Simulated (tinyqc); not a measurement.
Core-level spacing from the offsets.

Question. For an overlayer B on a substrate A, dEv = (iB - iA) - (cB - vB) + (cA - vA) in binding energies, and dEc + dEv = EgB - EgA. Find dEv and the spacing iB - iA that a thin film must show.

Values chosen for this exercise:
- EgA = 0.75 eV (gap of the substrate A)
- EgB = 5.33 eV (gap of the overlayer B)

dEc = 2.7597898 eV
cA - vA = 89.770210 eV
cB - vB = 63.94 eV

Answer. The gaps give dEv, and the Kraut relation is solved for the spacing.

dEv = 1.8202 eV
iB - iA = -24.010 eV

tinyqc, about 0.01 s, one thread, Intel Xeon 2.30GHz (shared host): `OMP_NUM_THREADS=1 python tinyqc.py 2410063 2410064 out.jsonl`
